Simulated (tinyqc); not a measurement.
# Worked calculation: threshold-voltage variability of a planar MOSFET, analytic estimates

Computed by the program tinyqc: `OMP_NUM_THREADS=1 python tinyqc.py 2090068 2090069 out.jsonl`, one thread of a shared Intel Xeon 2.30GHz, about 0.01 s for the whole run. Printed values are rounded.

Three independent sources add in quadrature: random dopants in the depleted layer, metal-gate grains of two orientations, and roughness of the two gate edges acting through the roll-off VT = VT(long) - Vr exp(-L/l). These are first-order estimates: no three-dimensional electrostatics, no percolation.

Parameters, values chosen for the exercise; material values close to those of silicon: temperature T = 300 K; band gap Eg = 1.11 eV; relative permittivity of the semiconductor eps_r = 11.7; conduction-band density of states at T Nc = 2.82e19 cm^-3; valence-band density of states at T Nv = 2.67e19 cm^-3; channel doping Na = 1.1e18 cm^-3; oxide-equivalent thickness in inversion ti = 1.6 nm; gate length L = 20 nm; gate width W = 60 nm; metal grain size G = 15 nm; work-function difference of the two grain orientations dW = 0.2 eV; share of the orientation of higher work function p = 0.3; rms roughness of one gate edge De = 0.8 nm; correlation length of the roughness La = 30 nm; decay length of the threshold roll-off l = 4.1 nm; prefactor of the roll-off Vr = 1.4 V; subthreshold factor n = 1.2; gm/I of a matched pair gI = 20 1/V; spread of the gain factor of one device sb = 2.2 %; number of cells Nb = 8388608; wanted yield Y = 0.999.

Constants: q = 1.602176634e-19 C, kB = 1.380649e-23 J/K, Vt = kB T/q, eps0 = 8.8541878128e-14 F/cm where lengths are in cm. Results are converted to the units shown.

Range of the model: The depletion depth exceeds L, so source and drain share much of the charge and the dopant estimate is rough. gI s exceeds 0.2, so the linear formula for the current mismatch is only a rough guide.

## Random dopants

ni = sqrt(Nc Nv) exp(-Eg/(2 Vt)), Eg in volts; Cox = 3.9 eps0/ti; Wd = sqrt(4 eps0 eps_r Vt ln(Na/ni)/(q Na)); dopants: s1 = (q/Cox) sqrt(Na Wd/(3 L W)). The slope A1 = s1 sqrt(L W); mean number of dopants Na L W Wd.

Cox = 2.15821 uF/cm^2
Wd = 33.3077 nm
mean number of dopants = 43.9661
A1 = 0.820398 mV um
s1 = 23.6829 mV

Counting alone, 1/sqrt(N) of the depletion voltage q Na Wd/Cox = 272 mV, would give sqrt(3) times more: dopants deep in the layer act less on the surface.

## Metal grains and edge roughness

Grains: Ng = L W/G^2 (at least 1), s2 = dW sqrt(p (1 - p)/Ng). Edges, with exponential correlation and u = W/La: the mean gate length has sL^2 = 2 De^2 (2/u)[1 - (1 - exp(-u))/u]; s3 = sL (Vr/l) exp(-L/l).

Ng = 5.33333
s2 = 39.6863 mV
sL = 0.852417 nm
dVT/dL = 2.59917 mV/nm
s3 = 2.21558 mV

## Total spread, mismatch and leakage

s = sqrt(s1^2 + s2^2 + s3^2). For a pair: s(dVT) = sqrt(2) s; current mismatch sqrt(2) sqrt((gI s)^2 + sb^2); input offset = current mismatch/gI. For a Gaussian VT the off current is log-normal with mean/median = exp(s^2/(2 (n Vt)^2)).

s = 46.2686 mV
s(dVT) = 65.4337 mV
current mismatch = 130.904 %
input offset = 65.4522 mV
mean/median of Ioff = 3.04112

The grains give 73.6 % of the variance; without them s would be 23.8 mV. A current mismatch this large is beyond the linear estimate.

## Iteration 1: margin in standard deviations for the wanted yield

k at the start = 2

Cells fail independently with probability Q(k) = erfc(k/sqrt(2))/2 when the margin is k standard deviations, and Y = exp(-Nb Q(k)). phi = exp(-k^2/2)/sqrt(2 pi). Newton steps on ln Q(k) = ln(-ln(Y)/Nb): k(new) = k + [ln Q - ln(-ln(Y)/Nb)] Q/phi.

Q(k) = 0.0227501
phi = 0.0539910
k after iteration 1 = 10.0340

## Iteration 2: margin in standard deviations for the wanted yield

As before.

Q(k) = 5.40146e-24
phi = 5.47264e-23
k after iteration 2 = 7.00141

## Course of the iteration: margin in standard deviations for the wanted yield

Stop when k changes by less than 1e-9, or after 30 iterations.

Course of the iteration:
```
iteration        k  |change|
1          10.0340      8.03
2          7.00141      3.03
3          6.36480     0.637
4          6.33429    0.0305
5          6.33422   7.02e-5
6          6.33422  3.71e-10
```

Converged in 6 iterations. At the end the number of correct digits about doubles with each step. With s(dVT) = 65.4 mV, 6.33 standard deviations are 414 mV.
